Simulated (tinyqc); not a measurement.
Model-solid line-up of a strained alloy layer on a substrate: one step. Strained band edges. Three cases, with inputs chosen for the exercise.

Task: Give the hydrostatic shifts, the strain block and the edges.

Strained edges: Ec + ac tr(e); the valence edges are Ev plus the levels of the 6 x 6 matrix of X, Y, Z times spin with -Dso/3 + l exx + m (eyy + ezz) on the diagonal (cyclic), n exy off it, l = av + 2 b, m = av - b, n = sqrt(3) d. Spin-orbit term (Dso/3) L.sigma on X, Y, Z with (L_k)_ij = -i epsilon_kij: <X+|H|Y+> = -i Dso/3, <X+|H|Z-> = Dso/3, <Y+|H|Z-> = -i Dso/3, <Z+|H|X-> = -Dso/3, <Z+|H|Y-> = i Dso/3, <X-|H|Y-> = i Dso/3, and their conjugates; + and - are the spin along z.

Case 1.

Alloy at x (a in angstrom, C11, C12, C44 in GPa, all else in eV):
```
symbol       value
a         5.704400
Eg        1.338740
Dso       0.380000
Ev       -0.652998
ac       -7.303000
av        1.123000
b        -2.018000
d        -4.766000
C11     117.950000
C12      55.460000
C44      59.060000
```

strain tensor in the cubic axes, rows x, y, z and columns alike:
```
[[0.02745249, 0.00000000, 0.00000000],
 [0.00000000, 0.02745249, 0.00000000],
 [0.00000000, 0.00000000, -0.02581628]]
```

Case 2.

Alloy at x (a in angstrom, C11, C12, C44 in GPa, all else in eV):
```
symbol       value
a         5.597720
Eg        1.861437
Dso       0.266480
Ev       -0.912447
ac       -7.405200
av        1.306800
b        -1.878000
d        -4.777200
C11     126.304000
C12      58.356000
C44      63.236000
```

strain tensor in the cubic axes, rows x, y, z and columns alike:
```
[[-0.02585338, 0.00000000, 0.00000000],
 [0.00000000, -0.02585338, 0.00000000],
 [0.00000000, 0.00000000, 0.02388998]]
```

Case 3.

Alloy at x (a in angstrom, C11, C12, C44 in GPa, all else in eV):
```
symbol      value
a        6.113200
Eg       0.306145
Dso      0.457050
Ev      -0.436284
ac      -5.410500
av       0.912500
b       -1.837000
d       -3.799000
C11     81.755000
C12     44.270000
C44     38.580000
```

strain tensor in the cubic axes, rows x, y, z and columns alike:
```
[[-0.00056136, 0.00290655, 0.00000000],
 [0.00290655, -0.00056136, 0.00000000],
 [0.00000000, 0.00000000, -0.00346791]]
```

Give: ac tr(e), av tr(e); strain block; Ec and the three valence edges from the top; strained gap.

Result:

Case 1.

ac tr(e), av tr(e) (eV): [-0.2124, 0.0327]

strain block (eV), rows X, Y, Z and columns alike:
```
[[-0.0748, 0, 0],
 [0, -0.0748, 0],
 [0, 0, 0.2477]]
```

Ec and the three valence edges from the top (eV): [0.4733, -0.4693, -0.7278, -1.0439]

strained gap = 0.9426 eV

Strain moves the gap by -396 meV: -245 meV from the volume and -151 meV from the splitting of the valence edge, which always raises the top.

Case 2.

ac tr(e), av tr(e) (eV): [0.2060, -0.0364]

strain block (eV), rows X, Y, Z and columns alike:
```
[[0.0571, 0, 0],
 [0, 0.0571, 0],
 [0, 0, -0.2232]]
```

Ec and the three valence edges from the top (eV): [1.1550, -0.8554, -0.9708, -1.2867]

strained gap = 2.0104 eV

Strain moves the gap by +149 meV: +242 meV from the volume and -93 meV from the splitting of the valence edge, which always raises the top.

Case 3.

ac tr(e), av tr(e) (eV): [0.0248, -0.0042]

strain block (eV), rows X, Y, Z and columns alike:
```
[[-0.0095, -0.0191, 0],
 [-0.0191, -0.0095, 0],
 [0, 0, 0.0065]]
```

Ec and the three valence edges from the top (eV): [-0.1053, -0.4282, -0.4521, -0.8982]

strained gap = 0.3229 eV

Strain moves the gap by +17 meV: +29 meV from the volume and -12 meV from the splitting of the valence edge, which always raises the top.

Computed by tinyqc, one run a case: `OMP_NUM_THREADS=1 python tinyqc.py N N+1 out.jsonl` with N = 1081223, 1081388, 1081505; one thread of a shared Intel(R) Xeon(R) Processor @ 2.30GHz, about 0.03 s a run at most.
